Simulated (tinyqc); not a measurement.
## Ferroelectric with a first-order transition, Landau-Devonshire energy: the upper branch of the loop

One domain with free energy u = al P^2 + be P^4 + ga P^6 - E P, al = a0 (T - T0), be < 0 < ga (P in uC/cm^2, E in kV/cm, u in mJ/cm^3). Equilibrium: E = 2 al P + 4 be P^3 + 6 ga P^5; a state is stable against small changes where dE/dP > 0. The coercive field is that of uniform switching, which real films, switching by domains, do not reach.

Ps^2 = [-be + sqrt(be^2 - 3 al ga)]/(3 ga); Pc^2 = [-3 be + sqrt(9 be^2 - 15 al ga)]/(15 ga), Ec = -E(Pc); susceptibility chi = 1/(eps0 dE/dP). P is the largest root of E(P) = Ea.

Parameters, values chosen for the exercise: slope of the quadratic coefficient a0 = 0.037 kV cm/(uC K); Curie-Weiss temperature T0 = 700 K; quartic coefficient be = -0.0098 kV cm^5/uC^3; sixth-order coefficient ga = 1.7e-5 kV cm^9/uC^5; temperature T = 695 K.

Constants: eps0 = 8.8541878128e-14 F/cm where lengths are in cm. Results are converted to the units shown.

Result of one run:

| Ea (kV/cm) | P (uC/cm^2) | u (mJ/cm^3) | chi |
|---|---|---|---|
| 120 | 22.31 | -3101 | 167.6 |

What becomes of these results when the applied field Ea is changed from 120 to 0 kV/cm, all else the same?

Result of the changed run:

| Ea (kV/cm) | P (uC/cm^2) | u (mJ/cm^3) | chi |
|---|---|---|---|
| 0 | 19.84 | -554.4 | 349.3 |

The whole series:

| Ea (kV/cm) | P (uC/cm^2) | u (mJ/cm^3) | chi |
|---|---|---|---|
| -59 | 16.16 | 539.6 | 3056 |
| -54 | 17.01 | 456.4 | 1364 |
| -42 | 18.04 | 245.5 | 736.4 |
| -24 | 18.97 | -88.16 | 483.2 |
| 0 | 19.84 | -554.4 | 349.3 |
| 30 | 20.65 | -1162 | 267.9 |
| 61 | 21.31 | -1813 | 219.8 |
| 120 | 22.31 | -3101 | 167.6 |
| 240 | 23.78 | -5872 | 117.3 |

P rises from 16.2 to 23.8 uC/cm^2, and chi falls from 3060 to 117. The branch ends at -Ec = -60.5 kV/cm, P = 15.3 uC/cm^2, where dE/dP vanishes and chi diverges; there P still has 77 % of Ps.

Numbers from tinyqc (`OMP_NUM_THREADS=1 python tinyqc.py 2860006 2860007 out.jsonl`; about 0.01 s on one thread of a shared Intel Xeon 2.30GHz).
